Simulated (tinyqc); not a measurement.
Donor level screened by free carriers (Yukawa potential): one step. One-parameter trial function. Four cases, with inputs chosen for the exercise.

Question. For exp(-z r): E(z) = z^2 - 8 z^3/(2z + x)^2 in Ry*. Scan z = 0.5, 0.6, ..., 1.1, then minimise; first order gives -1 + 2x.

Potential -(q/(eps r)) exp(-ks r), q = e^2/(4 pi eps0). In units Ry* = Ry m/eps^2 and a* = a0 eps/m the problem is [-Laplacian - 2 exp(-x r)/r] psi = E psi with x = ks a*.

Case 1.

x = 0.547520
Ry* = 32.14956 meV

Case 2.

x = 0.670682
Ry* = 9.15621 meV

Case 3.

x = 0.668616
Ry* = 55.23911 meV

Case 4.

x = 0.101633
Ry* = 5.15337 meV

Give: Scan (Ry*); best z; E; binding.

Answer.

Case 1.

Scan (Ry*):
```
z    kinetic  potential        E
0.5   0.2500    -0.4176  -0.1676
0.6   0.3600    -0.5658  -0.2058
0.7   0.4900    -0.7235  -0.2335
0.8   0.6400    -0.8881  -0.2481
0.9   0.8100    -1.0583  -0.2483
1.0   1.0000    -1.2327  -0.2327
1.1   1.2100    -1.4105  -0.2005
```

best z = 0.851
E = -0.2501 Ry*
binding = 8.04 meV

First order in x would give 0.095 Ry*, a rigid shift by q ks/eps; it overstates the loss of binding by 0.345 Ry*.

Case 2.

Scan (Ry*):
```
z    kinetic  potential        E
0.5   0.2500    -0.3583  -0.1083
0.6   0.3600    -0.4938  -0.1338
0.7   0.4900    -0.6400  -0.1500
0.8   0.6400    -0.7944  -0.1544
0.9   0.8100    -0.9554  -0.1454
1.0   1.0000    -1.1216  -0.1216
1.1   1.2100    -1.2921  -0.0821
```

best z = 0.785
E = -0.1546 Ry*
binding = 1.42 meV

First order in x would give 0.341 Ry*, a rigid shift by q ks/eps; it overstates the loss of binding by 0.496 Ry*.

Case 3.

Scan (Ry*):
```
z    kinetic  potential        E
0.5   0.2500    -0.3592  -0.1092
0.6   0.3600    -0.4949  -0.1349
0.7   0.4900    -0.6412  -0.1512
0.8   0.6400    -0.7959  -0.1559
0.9   0.8100    -0.9570  -0.1470
1.0   1.0000    -1.1234  -0.1234
1.1   1.2100    -1.2940  -0.0840
```

best z = 0.786
E = -0.1560 Ry*
binding = 8.62 meV

First order in x would give 0.337 Ry*, a rigid shift by q ks/eps; it overstates the loss of binding by 0.493 Ry*.

Case 4.

Scan (Ry*):
```
z    kinetic  potential        E
0.5   0.2500    -0.8240  -0.5740
0.6   0.3600    -1.0199  -0.6599
0.7   0.4900    -1.2169  -0.7269
0.8   0.6400    -1.4146  -0.7746
0.9   0.8100    -1.6127  -0.8027
1.0   1.0000    -1.8112  -0.8112
1.1   1.2100    -2.0100  -0.8000
```

best z = 0.993
E = -0.8113 Ry*
binding = 4.18 meV

First order in x would give -0.797 Ry*, a rigid shift by q ks/eps; it overstates the loss of binding by 0.015 Ry*.

Computed by tinyqc, one run a case: `OMP_NUM_THREADS=1 python tinyqc.py N N+1 out.jsonl` with N = 1282301, 1282333, 1282338, 1282458; one thread of a shared Intel(R) Xeon(R) Processor @ 2.30GHz, about 0.02 s a run at most.
